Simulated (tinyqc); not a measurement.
Composition and lattice constants: virtual-crystal alloy A(1-x)B(x) in sp3s* tight binding.

sp3s* tight binding, nearest neighbours only: anion (a) at 0, cation (c) at a/4 (1,1,1), orbitals s, px, py, pz, s* on each; k in units of 2 pi/a. With phases e_j = exp(i (pi/2) k.n_j) for n = (1,1,1), (1,-1,-1), (-1,1,-1), (-1,-1,1): g0 = (e1+e2+e3+e4)/4, g1 = (e1+e2-e3-e4)/4, g2 = (e1-e2+e3-e4)/4, g3 = (e1-e2-e3+e4)/4. The diagonal holds the levels Esa, Epa, Exa (s*) and Esc, Epc, Exc. Anion-cation block: <sa|sc> = Vss g0; <sa|xc> = Vsapc g1; <xa|sc> = -Vscpa g1; <xa|xc> = Vxx g0; <xa|yc> = <ya|xc> = Vxy g3, <xa|zc> = <za|xc> = Vxy g2, <ya|zc> = <za|yc> = Vxy g1; <s*a|xc> = Vxapc g1; <xa|s*c> = -Vpaxc g1; y and z take g2 and g3 in place of g1; s-s* and s*-s* vanish.

Virtual crystal: a(x) = (1 - x) aA + x aB (Vegard); the six levels are averaged linearly; the seven couplings follow Harrison's rule, V(x) a(x)^2 = (1 - x) V_A aA^2 + x V_B aB^2. No spin-orbit coupling and no disorder. Gaps are measured from the top of the valence band at Gamma; the Delta value is the minimum on (kx,0,0) for kx from 0.5 to 1.

Inputs chosen for the exercise (A near a published set for Ge, B for Si; such sets place X and L only to about 0.5 eV; the results hold for these values, not for the real material):
- aA = 5.658 angstrom (lattice constant of A)
- aB = 5.427 angstrom (of B)
- pA = (-5.892, 1.615, -5.892, 1.615, 6.405, 6.405, -6.797, 1.616, 4.89, 5.466, 5.466, 5.217, 5.217) eV (order Esa, Epa, Esc, Epc, Exa, Exc, Vss, Vxx, Vxy, Vsapc, Vscpa, Vxapc, Vpaxc)
- pB = (-4.194, 1.713, -4.194, 1.713, 6.693, 6.693, -8.271, 1.711, 4.56, 5.739, 5.739, 5.368, 5.368) eV (the same for B)
- x = 0.23 (fraction of B)

Gaps of the alloy.

One parameter was then changed.

Results before and after:

| case | gap Gamma (eV) | gap Delta (eV) | gap L (eV) | kx of the Delta minimum |
|---|---|---|---|---|
| base | 1.6149 | 0.8890 | 1.1507 | 0.789 |
| changed | 1.4598 | 0.8694 | 1.0675 | 0.794 |

Which of these changes was made? (a) x = 0.18; (b) aA = 5.771 angstrom; (c) aB = 5.536 angstrom.
Answer: (a) x = 0.18. Of the candidates, run in turn, only this one gives the changed row.

All candidates:

| case | gap Gamma (eV) | gap Delta (eV) | gap L (eV) | kx of the Delta minimum |
|---|---|---|---|---|
| base | 1.6149 | 0.8890 | 1.1507 | 0.789 |
| x = 0.18 | 1.4598 | 0.8694 | 1.0675 | 0.794 |
| aA = 5.771 angstrom | 1.6075 | 0.8887 | 1.1474 | 0.789 |
| aB = 5.536 angstrom | 1.6236 | 0.8893 | 1.1547 | 0.789 |

The lattice constants enter only through the weights of the couplings.

Run: tinyqc, `OMP_NUM_THREADS=1 python tinyqc.py 1450736 1450737 out.jsonl`; Intel(R) Xeon(R) Processor @ 2.30GHz, one thread, shared host; about 0.06 s of CPU time with all checks.
